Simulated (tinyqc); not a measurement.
Capacitance measurement on a leaky thin oxide: effects of series resistance and leakage: one step of the calculation.

The device is a capacitance C in parallel with a leakage conductance G, in series with Rs and Ls. An impedance meter reports either a parallel pair (Cp, Gp) from Y = 1/Z = Gp + i w Cp or a series pair (Cs, Rm) from Z = Rm + 1/(i w Cs); w = 2 pi f, dissipation D = Gp/(w |Cp|).

Task. What the meter reports. Z = Rs + i w Ls + 1/(G + i w C).

Inputs (values chosen for the exercise); values of the order met in thin-oxide MOS capacitors:
- Rs = 140 ohm (series resistance)
- Ls = 0 nH (series inductance)
- f = 2e5 Hz (measuring frequency)

C = 3.8565192 pF
G = 65.882353 uS

Wanted: Z; Cp; Gp; Cs; D.

Result.

Z = (1.5237-0.1111i) x 1e4 ohm
Cp = 3.7863 pF
Gp = 65.283 uS
Cs = 716.58 pF
D = 13.721

Cp is 1.8 % below C and Cs is 186 times it; G Rs = 0.00922, w C Rs = 6.78e-4 and G/(w C) = 13.6.

Computed by the program tinyqc: `OMP_NUM_THREADS=1 python tinyqc.py 2022160 2022161 out.jsonl`, one thread of a shared Intel Xeon 2.30GHz, about 0.01 s for the whole run.
